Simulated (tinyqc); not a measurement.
Vacuum evaporation: vapour pressure, source flux, thickness distribution, purity and step coverage: one step, computed by the program tinyqc. Command: `OMP_NUM_THREADS=1 python tinyqc.py 3111320 3111321 out.jsonl evap walk`. One thread of a shared host (Intel(R) Xeon(R) Processor @ 2.30GHz), about 0.01 s of CPU time with the checks.

Molecular flow, unit sticking of the metal, no re-evaporation. The background gas is taken as water vapour (18.015 g/mol, collision diameter 0.37 nm) at 300 K.

Problem. Offset source and rotation. Rotating wafer, source offset by s and facing upwards: thickness at radius r is the mean over the angle a of (1 + (r^2 + s^2 - 2 r s cos a)/h^2)^(-(n + 3)/2), by 360 equal steps; non-uniformity (max - min)/(max + min) over 21 radii from 0 to R.

Inputs (values chosen for the exercise, modelled on copper, with constants for the liquid):
```
quantity,value,unit
directionality n,1,-
source-to-wafer distance h,20,cm
wafer radius R,7.5,cm
source offset from the axis s/h,0.26,-
```

Give: centre thickness relative to an axial source; edge over centre, rotating; non-uniformity, rotating.

Solution.

centre thickness relative to an axial source = 0.8774

edge over centre, rotating = 0.8123

non-uniformity, rotating = 10.36 %
